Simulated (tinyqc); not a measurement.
# CMOS inverter, nodal equation and switching: several studies

An n-channel pull-down (bn, VTn) and a p-channel pull-up (bp, VTp) share the input Vin and the output node Vout, which carries the load C. Transistor (EKV form, voltages against the body): I = 2 n b Vt^2 [F(vp - Vs) - F(vp - Vd)] from drain to source, F(v) = ln^2(1 + exp(v/(2 Vt))), vp = (Vg - VT + sg |Vd - Vs|)/n. n-channel bodies are at 0; for the p-channel device all voltages are counted down from Vdd. b in uA/V^2 gives I in uA. Static: In = Ip. Transient: C dVout/dt = Ip - In. No velocity saturation, no gate capacitance beyond C.

Parameters, values chosen for the exercise: temperature T = 300 K; supply voltage Vdd = 0.6 V; slope factor n = 1.3; drain-induced barrier lowering sg = 0.119; n-channel threshold VTn = 0.37 V; p-channel threshold (magnitude) VTp = 0.43 V; gain factor of the pull-down transistor bn = 670 uA/V^2; gain factor of the pull-up transistor bp = 340 uA/V^2; load capacitance C = 1.5 fF.

Constants: q = 1.602176634e-19 C, kB = 1.380649e-23 J/K, Vt = kB T/q. Results are converted to the units shown.

Each table varies one quantity; the others keep the values above.

## Effect of the n-channel threshold

VM solves In = Ip with Vin = Vout; VIL and VIH are the inputs of gain -1, NML = VIL - Vout(VIH), NMH = Vout(VIL) - VIH. For a step input the delay to Vdd/2 is tHL = C times the integral of dV/(In - Ip) from Vdd/2 to Vdd at Vin = Vdd, and tLH likewise with Ip - In from 0 to Vdd/2 at Vin = 0.

Results:

| VTn (V) | VM (V) | gain at VM | NML (V) | NMH (V) | tHL (ps) | tLH (ps) |
|---|---|---|---|---|---|---|
| 0.15 | 0.1583 | -8.020 | 0.06051 | 0.3783 | 6.954 | 68.02 |
| 0.2 | 0.1821 | -8.282 | 0.09157 | 0.3556 | 8.533 | 67.85 |
| 0.3 | 0.2290 | -8.391 | 0.1503 | 0.3091 | 13.99 | 67.80 |
| 0.35 | 0.2521 | -8.399 | 0.1782 | 0.2853 | 18.93 | 67.80 |
| 0.4 | 0.2750 | -8.402 | 0.2054 | 0.2613 | 26.96 | 67.80 |
| 0.45 | 0.2977 | -8.402 | 0.2320 | 0.2370 | 41.13 | 67.80 |
| 0.5 | 0.3204 | -8.402 | 0.2582 | 0.2125 | 68.80 | 67.80 |

Estimate the missing row, VTn = 0.25 V.

Computed row:

| VTn (V) | VM (V) | gain at VM | NML (V) | NMH (V) | tHL (ps) | tLH (ps) |
|---|---|---|---|---|---|---|
| 0.25 | 0.2057 | -8.365 | 0.1215 | 0.3325 | 10.75 | 67.81 |

With this row back in the table: As VTn goes from 0.15 to 0.5 V, VM rises from 0.158 to 0.320 V, the size of the gain rises from 8.02 to 8.40, tHL rises from 6.95 to 68.8 ps and tLH stays near 67.8 ps. The smaller margin is largest, 0.232 V, at VTn = 0.45 V among the rows.

## Effect of the drain-induced barrier lowering

Same model as above.

Effect of the drain-induced barrier lowering:

| sg | VM (V) | gain at VM | NML (V) | NMH (V) | tHL (ps) | tLH (ps) |
|---|---|---|---|---|---|---|
| 0.01 | 0.2578 | -99.58 | 0.2226 | 0.3078 | 31.22 | 107.0 |
| 0.04 | 0.2588 | -24.97 | 0.2134 | 0.2990 | 28.03 | 93.45 |
| 0.07 | 0.2598 | -14.28 | 0.2043 | 0.2902 | 25.31 | 82.25 |
| 0.1 | 0.2607 | -9.996 | 0.1950 | 0.2813 | 22.97 | 72.92 |
| 0.13 | 0.2616 | -7.690 | 0.1858 | 0.2725 | 20.94 | 65.07 |
| 0.16 | 0.2623 | -6.248 | 0.1765 | 0.2636 | 19.17 | 58.41 |
| 0.19 | 0.2630 | -5.262 | 0.1671 | 0.2548 | 17.62 | 52.71 |
| 0.22 | 0.2637 | -4.544 | 0.1577 | 0.2459 | 16.25 | 47.80 |

As sg goes from 0.01 to 0.22, VM rises from 0.258 to 0.264 V, the size of the gain falls from 99.6 to 4.54, tHL falls from 31.2 to 16.2 ps and tLH falls from 107 to 47.8 ps. The smaller margin is largest, 0.223 V, at sg = 0.01 among the rows. Barrier lowering gives both transistors an output conductance, which caps the gain.

## Effect of the gain factor of the pull-up transistor

Same model as above.

Result of one run:

| bp (uA/V^2) | VM (V) | gain at VM | NML (V) | NMH (V) | tHL (ps) | tLH (ps) |
|---|---|---|---|---|---|---|
| 130 | 0.2443 | -8.398 | 0.1700 | 0.2944 | 21.65 | 177.3 |

What becomes of these results when the gain factor of the pull-up transistor bp is changed from 130 to 480 uA/V^2, all else the same?

Result of the changed run:

| bp (uA/V^2) | VM (V) | gain at VM | NML (V) | NMH (V) | tHL (ps) | tLH (ps) |
|---|---|---|---|---|---|---|
| 480 | 0.2673 | -8.401 | 0.1960 | 0.2690 | 21.65 | 48.03 |

The whole series:

| bp (uA/V^2) | VM (V) | gain at VM | NML (V) | NMH (V) | tHL (ps) | tLH (ps) |
|---|---|---|---|---|---|---|
| 130 | 0.2443 | -8.398 | 0.1700 | 0.2944 | 21.65 | 177.3 |
| 210 | 0.2528 | -8.399 | 0.1796 | 0.2851 | 21.65 | 109.8 |
| 320 | 0.2602 | -8.400 | 0.1880 | 0.2769 | 21.65 | 72.04 |
| 480 | 0.2673 | -8.401 | 0.1960 | 0.2690 | 21.65 | 48.03 |
| 740 | 0.2749 | -8.401 | 0.2045 | 0.2606 | 21.65 | 31.15 |
| 1100 | 0.2819 | -8.402 | 0.2122 | 0.2528 | 21.65 | 20.96 |
| 1700 | 0.2896 | -8.402 | 0.2206 | 0.2442 | 21.65 | 13.56 |
| 2700 | 0.2978 | -8.402 | 0.2296 | 0.2350 | 21.65 | 8.538 |

As bp goes from 130 to 2700 uA/V^2, VM rises from 0.244 to 0.298 V, the size of the gain stays near 8.40, tHL stays near 21.7 ps and tLH falls from 177 to 8.54 ps. The smaller margin is largest, 0.230 V, at bp = 2700 uA/V^2 among the rows. A stronger pull-up raises VM and trades low-side against high-side margin.

Numbers from tinyqc (`OMP_NUM_THREADS=1 python tinyqc.py 2340163 2340164 out.jsonl`; about 0.06 s on one thread of a shared Intel Xeon 2.30GHz).
